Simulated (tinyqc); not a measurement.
# Wide-gap-emitter heterojunction bipolar transistor, Gummel numbers and transit times: what changes with what

One-dimensional n-p-n transistor in the forward active mode at low injection. In the base p(x) = NB exp(-eta x/wb) and ni(x)^2 = ni^2 exp((g0 + g1 x/wb)/Vt); electrons leave the base at vsat; band spikes at the emitter junction and recombination inside the emitter are ignored.

Values chosen for this exercise; band and dielectric values close to those of gallium arsenide: temperature T = 400 K; band gap Eg = 1.4 eV; relative permittivity eps_r = 13; conduction-band density of states at T Nc = 6.65e17 cm^-3; valence-band density of states at T Nv = 1.36e19 cm^-3; saturation velocity vsat = 8.1e6 cm/s; neutral base width wb = 87 nm; base doping at the emitter edge NB = 2.7e19 cm^-3; doping falls as exp(-eta x/wb) eta = 0; gap reduction at the emitter edge of the base g0 = 0 eV; further gap reduction across the base (linear) g1 = 0.037 eV; electron diffusion coefficient in the base Dn = 18 cm^2/s; emitter doping NE = 3.8e17 cm^-3; gap reduction in the emitter (negative: wider gap) gE = -0.23 eV; neutral emitter width we = 140 nm; hole diffusion coefficient in the emitter Dp = 1.3 cm^2/s; recombination velocity at the emitter contact Se = 3e5 cm/s; electron lifetime in the base tb = 2e-10 s; collector doping NC = 1.6e17 cm^-3; collector-base reverse bias VCB = 0.3 V; emitter junction capacitance Cj = 1.7 fF/um^2; emitter plus collector resistance Rc = 45 ohm um^2; hole mobility in the base mp = 95 cm^2/(V s).

Constants: q = 1.602176634e-19 C, kB = 1.380649e-23 J/K, Vt = kB T/q, eps0 = 8.8541878128e-14 F/cm where lengths are in cm. Results are converted to the units shown.

Each table varies one quantity; the others keep the values above.

## Cut-off frequency against collector current

f(x) = p(x) ni^2/ni(x)^2; I(x) = integral from x to wb of f/Dn, plus f(wb)/vsat; base Gummel number GB = I(0); electron density per unit flux n/(J/q) = I/f; base transit time tauB = integral of I/f over the base. ni = sqrt(Nc Nv) exp(-Eg/(2 Vt)), Eg in volts; JC = J0 exp(VBE/Vt), J0 = q ni^2/GB; collector layer one-sided, Wc = sqrt(2 eps0 eps_r (Vbc + VCB)/(q NC)), Vbc = Vt ln(NB exp(-eta) NC/ni^2), Cjc = eps0 eps_r/Wc, tauC = Wc/(2 vsat). Delay 1/(2 pi fT) = tauE + tauB + tauC + tauR with tauE = Vt (Cj + Cjc)/JC and tauR = Rc Cjc. Charge stored in the emitter is left out. The Kirk effect, also left out, sets in near JC = q NC vsat. n(0) = (JC/q) I(0)/f(0).

The same in every row: tauB (ps) = 2.174; tauC (ps) = 0.7570; tauR (ps) = 0.04224.

Result of one run:
```
JC (mA/um^2)  VBE (V)  tauE (ps)  fT (GHz)  JC/(q NC vsat)  n(0)/NB
1.5             1.398    0.06063     52.46          0.7224  0.01174
```

What becomes of these results when the collector current density JC is changed from 1.5 to 3.1 mA/um^2, all else the same?

Result of the changed run:
```
JC (mA/um^2)  VBE (V)  tauE (ps)  fT (GHz)  JC/(q NC vsat)  n(0)/NB
3.1             1.423    0.02934     53.01           1.493  0.02426
```

The whole series:
```
JC (mA/um^2)  VBE (V)  tauE (ps)  fT (GHz)  JC/(q NC vsat)   n(0)/NB
0.0069          1.213      13.18     9.852        0.003323  5.400e-5
0.015           1.239      6.063     17.61        0.007224  1.174e-4
0.032           1.265      2.842     27.37         0.01541  2.504e-4
0.068           1.291      1.338     36.92         0.03275  5.322e-4
0.15            1.319     0.6063     44.46         0.07224  0.001174
0.32            1.345     0.2842     48.86          0.1541  0.002504
0.68            1.371     0.1338     51.22          0.3275  0.005322
1.5             1.398    0.06063     52.46          0.7224   0.01174
3.1             1.423    0.02934     53.01           1.493   0.02426
```

fT rises from 9.85 to 53.0 GHz as the charging time falls as 1/JC; its limit for vanishing tauE is 53.5 GHz, of which the largest delay is tauB (73.1 %). tauE equals the other delays together at JC = 0.0306 mA/um^2. For JC = 1.5, 3.1 JC nears or passes q NC vsat, where base push-out would lower fT.

## Effect of the neutral base width

ni = sqrt(Nc Nv) exp(-Eg/(2 Vt)), Eg in volts; GE = NE exp(-gE/Vt)(we/Dp + 1/Se); JC = J0 exp(VBE/Vt), J0 = q ni^2/GB; gain limited by back injection GE/GB, by base recombination tb/tauB, together 1/beta = the sum of the inverses; collector layer one-sided, Wc = sqrt(2 eps0 eps_r (Vbc + VCB)/(q NC)), Vbc = Vt ln(p(wb) NC/ni^2), Cjc = eps0 eps_r/Wc; Early voltage VA = GB q p(wb)/(f(wb) Cjc [1/Dn - (eta + g1/Vt)/(wb vsat)]), f(wb) = p(wb) exp(-(g0 + g1)/Vt), p(wb) = NB exp(-eta); tauC = Wc/(2 vsat). Peak fT here means 1/(2 pi (tauB + tauC + Rc Cjc)); base sheet resistance 1/(q mp times the integral of p).

The same in every row: tauC (ps) = 0.7570.

Effect of the neutral base width:
```
wb (nm)  GB (s/cm^4)  GE/GB  tb/tauB   beta  VA (V)  tauB (ps)  peak fT (GHz)  base sheet resistance (kohm)
48          5.554e12  762.7    242.5  184.0   992.4     0.8247          98.01                        0.5069
71          7.669e12  552.3    129.3  104.8    1038      1.547          67.84                        0.3427
110         1.126e13  376.3    61.44  52.82    1292      3.255          39.25                        0.2212
160         1.585e13  267.2    31.56  28.23    1675      6.337          22.30                        0.1521
230         2.229e13  190.0    16.22  14.94    2236      12.33          12.12                        0.1058
350         3.333e13  127.1    7.359  6.957    3215      27.18          5.689                       0.06952
```

What does the table show?

As wb goes from 48 to 350, beta falls from 184 to 6.96, VA rises from 992 to 3210 V, the peak fT falls from 98.0 to 5.69 GHz and the base sheet resistance falls from 0.507 to 0.0695 kohm. The product beta VA changes by a factor of 0.122. Base recombination limits the gain in every row. tauB goes as wb^(1.76), between the 2 of diffusion and the 1 of the exit-velocity term.

Range of the model: Heavy doping makes emitter or base degenerate; gE and g0 are to be read as apparent gap changes that include this.

Program tinyqc, `OMP_NUM_THREADS=1 python tinyqc.py 2320063 2320064 out.jsonl`; Intel Xeon 2.30GHz, shared host, one thread, about 0.01 s.
